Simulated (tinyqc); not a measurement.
# Worked calculation: space-charge-limited current with shallow traps

Computed by the program tinyqc: `OMP_NUM_THREADS=1 python tinyqc.py 2370119 2370120 out.jsonl`, one thread of a shared Intel Xeon 2.30GHz, about 0.01 s for the whole run. Printed values are rounded.

One carrier type, drift only, an injecting contact at x = 0 (zero field) and thickness L. The share th = y/(1 + y), y = (Nc/Nt) exp(-Et/kB T), of the injected charge is free: J = q mu n F, eps0 eps_r dF/dx = q (n - n0)/th.

Inputs (values chosen for the exercise): temperature T = 300 K; relative permittivity eps_r = 15.5; mobility mu = 8.5 cm^2/(V s); thickness L = 690 nm; band density of states Nc = 4.2e20 cm^-3; trap density Nt = 5.8e17 cm^-3; trap depth Et = 0.29 eV; free carrier density in equilibrium n0 = 2.4e13 cm^-3; voltage V = 7.6 V.

Constants: q = 1.602176634e-19 C, kB = 1.380649e-23 J/K, Vt = kB T/q, eps0 = 8.8541878128e-14 F/cm where lengths are in cm. Results are converted to the units shown.

Range of the model: Diffusion and a field-dependent mobility are left out. With injecting contacts the diffusion current, about 4 pi^2 Vt th eps0 eps_r mu V/L^3, equals the Mott-Gurney current at V = 35 kB T/q (0.9 V at 300 K), so the drift-only result needs V well above that.

## Limits and characteristic voltages

Ohmic J = q n0 mu V/L; Mott-Gurney J = (9/8) th eps0 eps_r mu V^2/L^3; they cross at Vx = 8 q n0 L^2/(9 th eps0 eps_r); traps fill at V_TFL = q Nt L^2/(2 eps0 eps_r).

th = 0.00963454
ohmic J = 3.60002 A/cm^2
Mott-Gurney J = 22.2312 A/cm^2
Vx = 1.23071 V
V_TFL = 161.186 V

## The exact current

Exact: with u = n0/n(L), w = -u - ln(1 - u) and v = -u - u^2/2 - ln(1 - u), V = (q n0 L^2/(th eps0 eps_r)) v/w^2 and J = q^2 n0^2 mu L/(th eps0 eps_r w). v/w^2 falls steadily with u, so u follows by bisection.

v/w^2 = 5.48915
u = 0.212036
w = 0.0262670
J = 24.9683 A/cm^2
exit field over V/L = 1.47060

J is 3.3 % below the plain sum of the two limits; the exit field lies between the ohmic 1 and the Mott-Gurney 1.5.
